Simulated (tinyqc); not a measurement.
What each parameter does: quaternary alloy A(x)B(1-x)C(y)D(1-y) matched to a substrate.

Q(x,y) = x y Q_AC + x (1 - y) Q_AD + (1 - x) y Q_BC + (1 - x)(1 - y) Q_BD for the lattice constant. Gap, rule 1: Q(x,y) - x (1 - x)[y C_ABC + (1 - y) C_ABD] - y (1 - y)[x C_ACD + (1 - x) C_BCD]. Rule 2 (mean of ternaries): {x (1 - x)[y T_ABC(x) + (1 - y) T_ABD(x)] + y (1 - y)[x T_ACD(y) + (1 - x) T_BCD(y)]}/{x (1 - x) + y (1 - y)}, T_ABC(x) = x E_AC + (1 - x) E_BC - C_ABC x (1 - x), T_ACD(y) = y E_AC + (1 - y) E_AD - C_ACD y (1 - y), and alike. Only the Gamma valley is followed.

Matching a(x,y) = a_s gives x = (a_s - y a_BC - (1 - y) a_BD)/(y (a_AC - a_BC) + (1 - y)(a_AD - a_BD)).

Parameters, chosen for this exercise (AC, AD, BC, BD near GaAs, GaP, InAs and InP; substrate near InP; shifted at random, so the results belong to these values and not to a real crystal): a = (5.661, 5.456, 6.057, 5.875) angstrom (lattice constants of AC, AD, BC, BD); Eg = (1.519, 2.861, 0.413, 1.423) eV (gaps at Gamma of AC, AD, BC, BD); Cb = (0.425, 0.624, 0.214, 0.102) eV (bowing of ABC, ABD, ACD, BCD); a_s = 5.875 angstrom (substrate); y = 0.96 (fraction of C).

x is matched anew each time. Each row changes one parameter from the base and keeps the others.

Results:
```
case                                            x  rule 1 (eV)  rule 2 (eV)
base                                       0.4402       0.8336       0.8530
y = 0.97                                   0.4450       0.8291       0.8443
a_s = 5.871 angstrom                       0.4503       0.8444       0.8638
Cb = (0.51, 0.749, 0.257, 0.122) eV        0.4402       0.8111       0.8344
Eg = (1.569, 2.861, 0.413, 1.423) eV       0.4402       0.8547       0.8741
a = (5.671, 5.456, 6.057, 5.875) angstrom  0.4511       0.8452       0.8647
```

The largest shifts from the base row, up to three for each result and ties (the steps differ in size, so this ranks the rows, not the parameters). x: a +0.0109, a_s +0.0101, y +0.0048; unchanged at the printed digits by Cb and Eg. rule 1 (eV): Cb -0.0225, Eg +0.0211, a +0.0117. rule 2 (eV): Eg +0.0211, Cb -0.0186, a +0.0117.

(tinyqc, `OMP_NUM_THREADS=1 python tinyqc.py 1051228 1051229 out.jsonl`, Intel(R) Xeon(R) Processor @ 2.30GHz, 1 thread, shared host, about 0.01 s.)
